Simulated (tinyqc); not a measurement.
Changing the base doping at the emitter edge N_0: minority-electron transport through the base of a bipolar transistor (Moll-Ross and Kroemer integrals). Computed by tinyqc, a small Python program. Command: `OMP_NUM_THREADS=1 python tinyqc.py 3017379 3017380 out.jsonl base sweep`. One thread of a shared host (Intel(R) Xeon(R) Processor @ 2.30GHz), about 0.01 s of CPU time with the checks.

Low injection, one dimension, x from the emitter edge (0) to the collector edge (W), s = x/W. Recombination is treated as a small correction (valid for tau_B well below tau_n), computed from the stored charge.

Inputs (values chosen for the exercise, modelled on silicon): intrinsic density n_i at the emitter edge = 9.8e+09 1/cm^3; base width W = 24 nm; mu_min = 240 cm^2/(V s); mu_max = 1360 cm^2/(V s); N_ref = 2.5e+17 1/cm^3; saturation velocity v_s = 0.79 1e7 cm/s; electron lifetime tau_n = 0.32 ns; emitter Gummel number G_E = 4.6e+12 s/cm^4; base-emitter voltage V_BE = 0.65 V; temperature T = 300 K; doping ratio N_0/N(W) = 11.

Base doping profile: Gaussian. Gap grading: none. Exit of the base: saturation velocity.

Constants: k_B = 8.617333262e-05 eV/K; e = 1.602176634e-19 C.

Method:
- N(x) = N_0 (ratio)^(-s^2); n_i(x) = n_i; D(x) = (k_B T/e) mu, mu = mu_min + (mu_max - mu_min)/(1 + (N/N_ref)^0.7).
- With y(x) = N n_i^2/(D n_i(x)^2): base Gummel number G_B = int_0^W y dx + N(W) n_i^2/(v_s n_i(W)^2); J_C = e n_i^2 exp(e V_BE/k_B T)/G_B; n(x) = (J_C/e)(n_i(x)^2/(N n_i^2)) [int_x^W y dx + the same exit term]; transit time tau_B = (e/J_C) int n dx; trapezoid rule on 401 even points.
- Emitter-limited gain beta_E = G_E/G_B; recombination-limited gain beta_R = tau_n/tau_B; 1/beta = 1/beta_E + 1/beta_R; f_T from the base alone = 1/(2 pi tau_B).

One run for each value; columns: (1) base doping at the emitter edge N_0 (1/cm^3); (2) current gain beta; (3) collector current density J_C (A/cm^2); (4) base transit time tau_B (ps); (5) beta_E; (6) beta_R:
```
(1)              (2)         (3)      (4)         (5)     (6)
2.00e+17  2.9403e+02  9.3852e+01  0.14071  3.3769e+02  2274.2
4.30e+17  1.2733e+02  3.7639e+01  0.15038  1.3543e+02  2127.9
9.50e+17  4.9682e+01  1.4171e+01  0.16512  5.0990e+01  1937.9
2.10e+18  1.8747e+01  5.2675e+00  0.18522  1.8953e+01  1727.7
4.50e+18  7.3675e+00  2.0575e+00  0.20878  7.4031e+00  1532.7
9.70e+18  2.9453e+00  8.2035e-01  0.23448  2.9517e+00  1364.7
2.10e+19  1.2119e+00  3.3714e-01  0.25926  1.2131e+00  1234.3
4.60e+19  5.0905e-01  1.4154e-01  0.28067  5.0927e-01  1140.1
1.00e+20  2.2167e-01  6.1618e-02  0.29690  2.2171e-01  1077.8
```

Over the rows, current gain beta falls from 294 to 0.222 (exponent d ln y / d ln x between -1.2 and -1.1); collector current density J_C (A/cm^2) falls from 93.9 to 0.0616 (exponent d ln y / d ln x -1.2 between the first rows and -1.1 between the last); base transit time tau_B (ps) rises from 0.141 to 0.297 (exponent d ln y / d ln x 0.087 between the first rows and 0.072 between the last). Gap narrowing by heavy doping and the fall of the lifetime with N are left out; both matter at the high end.

Caution (all rows): the mean velocity exceeds v_s, so drift-diffusion with a low-field mobility overstates the speed. Caution (all rows): the base is only a few mean free paths wide, so transport is partly ballistic. Caution (rows 4.60e19, 1.00e20): a current gain below 1 is far from a working transistor: the base is too heavily doped or too wide for this emitter and lifetime.
